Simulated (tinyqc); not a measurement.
Inside a calculation. Method: Hubbard chain of 2 sites. Computed by tinyqc, a small Python program that keeps every step. Settings: hopping = 1.42, U = 8.5, mixing = 1, iteration cap = 81. Command: `OMP_NUM_THREADS=1 python tinyqc.py 24318 24319 out.jsonl` (the two numbers bound the seeds that draw the settings). One thread of a shared host (Intel(R) Xeon(R) Processor @ 2.60GHz), about 0.2 s of CPU time with the checks. Later iterations appear only in the table of the cycle.

## Mean-field iteration 1

one-body matrix (hopping and site energies) (eV):
```
         1        2
1   0.0000  -1.4200
2  -1.4200   0.0000
```

U = 8.5000 eV

electrons, up and down: 1  1

mixing = 1

n(up) at the start (a guess, not normalised): 1 0.5500, 2 0.4500

n(down) at the start (a guess): 1 0.4500, 2 0.5500

H(up) = T + U n(down), H(down) = T + U n(up); fill the lowest levels; n(new) = n + mixing (n(out) - n); E = tr T (rho up + rho down) + U sum n_up n_down of the output.

levels, up (eV): 2.7678  5.7322

levels, down (eV): 2.7678  5.7322

energy = 1.1798 eV

n(up) after iteration 1: 1 0.6434, 2 0.3566

n(down) after iteration 1: 1 0.3566, 2 0.6434

## Mean-field iteration 2

As before.

levels, up (eV): 2.3788  6.1212

levels, down (eV): 2.3788  6.1212

energy = 0.2923 eV

n(up) after iteration 2: 1 0.8256, 2 0.1744

n(down) after iteration 2: 1 0.1744, 2 0.8256

## Convergence

Each step fills the lowest levels of T + U n(other spin) and sets n(new) = n + mixing (n(out) - n); stop when output and input agree to 1e-8.

Course of the cycle:
```
iteration     E (eV)  largest |n(out) - n(in)|  mean |n_up - n_down|
1           1.179839                  9.34e-02                0.2867
2           0.292323                  1.82e-01                0.6512
3          -0.410816                  1.19e-01                0.8897
4          -0.473155                  2.32e-02                0.9362
5          -0.474430                  2.82e-03                0.9418
6          -0.474447                  3.18e-04                0.9425
7          -0.474447                  3.56e-05                0.9425
8          -0.474447                  3.97e-06                0.9425
9          -0.474447                  4.43e-07                0.9425
10         -0.474447                  4.95e-08                0.9425
11         -0.474447                  5.53e-09                0.9425
```

local moments n_up - n_down: 1 0.9425, 2 -0.9425

Converged in 11 iterations. Before convergence this energy mixes input and output and is not variational, so it may rise towards its limit.

## The many-body Hamiltonian

Basis: all placements (u, d, 2, 0 on each site), up operators ordered before down ones; hops carry the sign of the same-spin electrons passed.

H (eV), lower triangle:
```
         20       ud       du      02
20   8.5000
ud  -1.4200   0.0000
du  -1.4200   0.0000   0.0000
02   0.0000  -1.4200  -1.4200  8.5000
```

## Exact diagonalisation (4 states)

Lowest levels of the sector, and the double occupancy of the lowest state.

lowest levels (eV): -0.8616  0.0000  8.5000  9.3616

double occupancy per site = 0.0421

The mean-field solution above lies 0.3871 eV above the exact energy.
